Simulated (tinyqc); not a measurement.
## Admittance spectroscopy of a deep trap: admittance against temperature

Schottky contact on an n-type layer with shallow donors Nd (all ionised) and a donor-like deep trap, neutral when filled and positive when empty; depletion approximation. Traps within lam of the depletion edge stay filled. The traps at xt = W - lam, where the level crosses the Fermi level, follow a slow signal and not a fast one. w = 2 pi f.

Emission rate en = sn vth(T) Nc(T) exp(-Et/kB T) = sn g T^2 exp(-Et/kB T), g = vth Nc/(300 K)^2, as vth goes as T^0.5 and Nc as T^1.5 (degeneracy factor 1). lam = sqrt(2 eps0 eps_r (EF - ET)/(q Nd)), EF - ET = Et - (kB T/q) ln(Nc(T)/Nd), Nc(T) = Nc (T/300 K)^1.5. In the steady state at the band bending V, 2 eps0 eps_r V/q = Nd W^2 + Nt (W - lam)^2 (the second term only if W > lam). V = Vbi + Vr. C_HF = eps0 eps_r/W, C_LF = eps0 eps_r (Nd + Nt)/(Nd W + Nt xt). Inflection frequency w0 = 2 en [1 + Nt xt/(Nd W)]; C = C_HF + (C_LF - C_HF)/(1 + (w/w0)^2), G/w = (C_LF - C_HF)(w/w0)/(1 + (w/w0)^2).

Inputs (values chosen for the exercise); material values close to those of 4H silicon carbide: relative permittivity eps_r = 9.79; conduction-band density of states at 300 K Nc = 1.67e19 cm^-3; thermal velocity at 300 K vth = 1.9e7 cm/s; shallow donor density Nd = 1.3e16 cm^-3; built-in voltage Vbi = 1.04 V; depth of the trap below the conduction edge Et = 0.45 eV; capture cross-section sn = 5.1e-14 cm^2; trap density Nt = 5.8e15 cm^-3; reverse bias Vr = 1 V; signal frequency f = 1500 Hz.

Constants: q = 1.602176634e-19 C, kB = 1.380649e-23 J/K, eps0 = 8.8541878128e-14 F/cm where lengths are in cm. Results are converted to the units shown.

Results:
```
T (K)  w0/(2 pi) (Hz)  C (nF/cm^2)  G/w (nF/cm^2)
199             11.39        22.48        0.02646
209             44.16        22.51         0.1015
218             135.0        22.55         0.3050
228             422.8        22.79         0.8830
238              1208        23.88          1.634
247              2898        25.20          1.352
257              7153        25.75         0.6574
276           3.352e4        25.85         0.1428
286           6.987e4        25.84        0.06777
296           1.389e5        25.83        0.03365
```

Estimate the missing row, T = 267 K.

Computed row:
```
T (K)  w0/(2 pi) (Hz)  C (nF/cm^2)  G/w (nF/cm^2)
267           1.655e4        25.84         0.2907
```

With this row back in the table: G/w goes from 0.0265 through a maximum of 1.63 (at T = 238 K among the rows listed) to 0.0337 nF/cm^2, where w0 passes the signal: w0/(2 pi) rises from 11.4 to 1.39e5 Hz. C rises from 22.5 to 25.8 nF/cm^2.

Program tinyqc, `OMP_NUM_THREADS=1 python tinyqc.py 2050048 2050049 out.jsonl`; Intel Xeon 2.30GHz, shared host, one thread, about 0.01 s.
